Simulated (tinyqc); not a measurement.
Inside a calculation: cyclotron resonance of ellipsoidal valleys, Si type. Values are carried at full precision from step to step, so a last printed digit may differ when a step is redone from the rounded ones.

Valleys along [100], [010], [001] (each with its opposite partner), mass ml along the axis and mt across it. B lies in the (1-10) plane, b = (sin(theta)/sqrt2, sin(theta)/sqrt2, cos(theta)). For the angle phi between B and the axis, 1/mc^2 = cos^2(phi)/mt^2 + sin^2(phi)/(mt ml). Resonance: h nu = 2 muB B/mc, h = 2 pi hbar.

Constants: hbar = 6.58211957e-16 eV s; muB = 5.788381798e-05 eV/T.

Inputs chosen for the exercise (near those of Si; the results hold for these values, not for the real material): theta = 67 degrees (angle of B from [001] towards [110]); ml = 0.957 m0 (longitudinal mass); mt = 0.188 m0 (transverse mass); nu = 140 GHz (microwave frequency); tau = 23 ps (scattering time).

## Angles to the valley axes

Give b and cos^2(phi) for each axis.

b: [0.6509, 0.6509, 0.3907]

cos^2(phi): [100] 0.4237, [010] 0.4237, [001] 0.1527

## Cyclotron masses and resonance fields

For each axis, mc and B = h nu mc/(2 muB).

Resonances:
```
axis   mc (m0)   B (T)
[100]   0.2566  1.2832
[010]   0.2566  1.2832
[001]   0.3328  1.6644
```

2 distinct masses appear; the limits are mt = 0.188 (B along the axis) and sqrt(ml mt) = 0.4242 (B across it).

## The same from the mass tensor

For the valley along [001]: M = mt 1 + (ml - mt) a a^T, and mc^2 = det M/(b M b).

M (m0), rows x, y, z and columns alike:
$$\begin{pmatrix}
0.1880 & 0 & 0 \\
0 & 0.1880 & 0 \\
0 & 0 & 0.9570
\end{pmatrix}$$

det M = 0.033824
b M b = 0.3054
mc = 0.3328 m0

## Line shape

For linear polarisation and one isotropic mass the absorbed power goes as P = [1 + (w^2 + wc^2) tau^2]/([1 + (wc^2 - w^2) tau^2]^2 + 4 w^2 tau^2), w = 2 pi nu. List it for wc/w = 0, 0.5, 0.8, 0.9, 1, 1.1, 1.2, 1.5 and 2, which is B over the resonance field.

w tau = 20.232

Power:
```
wc/w         P
0.0   0.002437
0.5   0.005381
0.8    0.02916
0.9    0.09851
1.0     0.5003
1.1    0.09845
1.2    0.02903
1.5   0.005034
2.0   0.001354
```

The largest listed value lies at wc/w = 1.0, 205.3 times the zero-field value. With w tau well above 1 the line is sharp, of relative half width about 1/(w tau). The closest two lines of this crystal are 29.7 % apart, so they are resolved.

## Checks

- Rotation frequency of dv/dt = -M^-1 (v x b) for the valley along [001], in units of e B/m0, against 1/mc: both 3.0049.

Run: tinyqc, `OMP_NUM_THREADS=1 python tinyqc.py 1250171 1250172 out.jsonl`; Intel(R) Xeon(R) Processor @ 2.30GHz, one thread, shared host; about 0.01 s of CPU time with all checks.
